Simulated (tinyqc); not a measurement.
# Free and trapped electrons in a MOS channel with a dense trap tail: free and trapped charge against gate voltage

p-type body, charge-sheet picture, full ionisation (an idealisation for deep acceptors), Boltzmann statistics for free electrons. e = Ec - EF at the surface. Acceptor-like traps of density D(E) = D0 + De exp(-E/Ew) at depth E below Ec, from 0 to Eu, hold n_t = integral of D(E)/(1 + exp((e - E)/Vt)). psi = Eg - Vt ln(Nv/Na) - e; N_dep = sqrt(2 eps0 eps_r Na (psi - Vt)/q); n_f = sqrt(N_dep^2 + 2 eps0 eps_r Vt Nc exp(-e/Vt)/q) - N_dep; Vg = Vfb + psi + q (N_dep + n_t + n_f)/Cox, Cox = eps0 eox/tox.

Free share n_f/(n_f + n_t); swing ln 10 n_f/(dn_f/dVg); field-effect mobility mf q (dn_f/dVg)/Cox, for a constant mf; oxide field q (N_dep + n_t + n_f)/(eps0 eox).

Inputs (values chosen for the exercise); band and dielectric values close to those of 4H silicon carbide:

| symbol | value | unit | meaning |
|---|---|---|---|
| T | 300 | K | temperature |
| Eg | 3.23 | eV | band gap |
| eps_r | 9.74 |  | relative permittivity |
| Nc | 1.68e19 | cm^-3 | conduction-band density of states at T |
| Nv | 2.54e19 | cm^-3 | valence-band density of states at T |
| eox | 3.9 |  | relative permittivity of the insulator |
| tox | 53 | nm | insulator thickness |
| Na | 3e16 | cm^-3 | acceptor density |
| Vfb | -2.29 | V | flat-band voltage without trapped charge |
| D0 | 9.3e10 | cm^-2 eV^-1 | constant background density of acceptor-like traps |
| De | 6.5e13 | cm^-2 eV^-1 | density of the tail at the conduction edge |
| Ew | 0.11 | eV | decay energy of the tail |
| Eu | 0.81 | eV | depth below Ec down to which the traps reach |
| mf | 63 | cm^2/(V s) | mobility of free electrons |

Constants: q = 1.602176634e-19 C, kB = 1.380649e-23 J/K, Vt = kB T/q, eps0 = 8.8541878128e-14 F/cm where lengths are in cm. Results are converted to the units shown.

Free and trapped charge against gate voltage:
columns A: Vg (V); B: e (eV); C: n_f (cm^-2); D: n_t (cm^-2); E: free share (%); F: swing (mV/decade); G: field-effect mobility (cm^2/(V s)); H: oxide field (MV/cm)
```
A           B         C         D         E        F         G       H
3.3    0.3882   7.620e5  2.648e11  2.878e-4    406.9  6.680e-4  0.5514
5.4    0.2291   3.480e8  1.026e12   0.03390     1405   0.08835  0.9176
7.4    0.1652   4.074e9  1.799e12    0.2259     2441    0.5953   1.283
9.4    0.1244  1.946e10  2.574e12    0.7503     3525     1.969   1.653
11.4  0.09446  6.029e10  3.329e12     1.779     4691     4.585   2.024
13.4  0.07084  1.438e11  4.045e12     3.432     5983     8.574   2.397
15.4  0.05119  2.870e11  4.704e12     5.751     7414     13.81   2.771
17.4  0.03413  5.050e11  5.290e12     8.715     8949     20.13   3.145
19.4  0.01883  8.109e11  5.788e12     12.29  1.056e4     27.40   3.519
```

n_f reaches 1e11 cm^-2 at Vg = 12.5 V, against 3.33 V without traps. The free share rises from 2.88e-4 to 12.3 % and the field-effect mobility rises from 6.68e-4 to 27.4 cm^2/(V s), although mf = 63 is constant: in the last row 43.5 % of Cox dVg goes into free electrons. The swing in the first row is 407 mV a decade (Vt ln 10 = 59.5). For Vg = 15.4, 17.4, 19.4 EF lies less than 2 Vt below the band edge, or above it, where degeneracy and confinement, left out, matter.

Program tinyqc, `OMP_NUM_THREADS=1 python tinyqc.py 2222194 2222195 out.jsonl`; Intel Xeon 2.30GHz, shared host, one thread, about 0.02 s.
